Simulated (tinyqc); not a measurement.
# Ballistic Schottky-barrier transistor with a two-dimensional channel, WKB contacts: two studies

Source Fermi level 0, drain Fermi level -Vd. Far from the contacts Ec = pn - psi, and the gate moves psi one to one; the band edges relax as exp(-x/lam) from pn at the source and pn - Vd at the drain; Ev = Ec - Eg. A carrier of energy w inside the channel band meets at a contact a barrier of height D (the contact edge beyond the channel edge): T = 1 for w >= D, else exp(-S), S = 4 lam sqrt(m/C) [sqrt(D - w) - sqrt(w) arctan sqrt((D - w)/w)], C = hbar^2/(2 m0). The two contacts combine as Ts Td/(Ts + Td - Ts Td).

Values chosen for this exercise; channel values close to those of a black phosphorus layer:

| symbol | value | unit | meaning |
|---|---|---|---|
| T | 300 | K | temperature |
| Eg | 0.508 | eV | band gap |
| pn | 0.28 | eV | barrier for electrons at both contacts |
| mn | 0.17 | m0 | electron mass |
| mp | 0.14 | m0 | hole mass |
| g | 1 |  | valleys or subbands |
| lam | 4.6 | nm | screening length at the contacts |
| Vd | 0.1 | V | drain bias |
| ps | 0.4 | V | band shift psi of the channel by the gate |

Constants: q = 1.602176634e-19 C, kB = 1.380649e-23 J/K, hbar = 1.054571817e-34 J s, h = 6.62607015e-34 J s, m0 = 9.1093837015e-31 kg, Vt = kB T/q, hbar^2/(2 m0) = 0.0380998212 eV nm^2. Results are converted to the units shown.

Each table varies one quantity; the others keep the values above.

## Effect of the screening length

I/W = g (2 q^2/h) int T(w) [N(Es + w) - N(Ed + w)] dw with w the energy of motion along the channel, N(y) = (1/2 pi) sqrt(pi m kB T/C) Fm(-y/kB T), Fm(x) = (1/sqrt(pi)) int_0^infinity u^(-1/2)/(1 + exp(u - x)) du. Electrons: Ds = psi, Dd = psi - Vd, Es = Ec, Ed = Ec + Vd. Holes: Ds = -psi, Dd = Vd - psi, Es = -Ev, Ed = -Ev - Vd. The size of each current is taken; both flow from drain to source and add. The integrals are converged.

Effect of the screening length:
```
lam (nm)  current of the electrons (uA/um)  share over the barriers (%)  |d psi/d log10| of this current (mV/decade)
0.5                                  269.5                     0.001379                                        226.5
1.6                                  33.67                      0.01104                                        180.5
2.6                                  8.301                      0.04477                                        164.6
3.7                                  2.445                       0.1520                                        162.7
4.8                                 0.9313                       0.3991                                        171.6
5.9                                 0.4360                       0.8524                                        188.2
6.9                                 0.2520                        1.475                                        208.3
8                                   0.1555                        2.390                                        234.2
```

The current falls from 269 to 0.155 uA/um, while the share over the barriers rises from 0.00138 to 2.39 %: the thermionic part does not depend on lam, and a thinner barrier adds tunnelling. The swing goes from 226 through a minimum of 163 (at lam = 3.7 nm among the rows listed) to 234 mV/decade.

## Effect of the drain bias on the off state

Same model as above.

For each Vd, psi is set to the minimum of I.

Effect of the drain bias on the off state:
```
Vd (V)  psi at the minimum (V)  smallest I (uA/um)
0.05                     0.093              0.0168
0.12                     0.144              0.0388
0.19                     0.175              0.0794
0.25                     0.199               0.122
0.32                     0.232               0.201
0.39                     0.266               0.332
0.46                     0.300               0.554
```

What does the comparison show?

The smallest current rises from 0.0168 to 0.554 uA/um, 3.19 decades a volt between the last two rows, and the minimum moves by 0.51 V a volt over the table: a larger Vd lets holes enter from the drain while electrons still enter from the source.

Range of the model: No scattering, image-force lowering, channel charge or band-to-band tunnelling; parabolic kappa overstates S deep in the gap.

Computed by the program tinyqc: `OMP_NUM_THREADS=1 python tinyqc.py 2390006 2390007 out.jsonl`, one thread of a shared Intel Xeon 2.30GHz, about 0.3 s for the whole run.
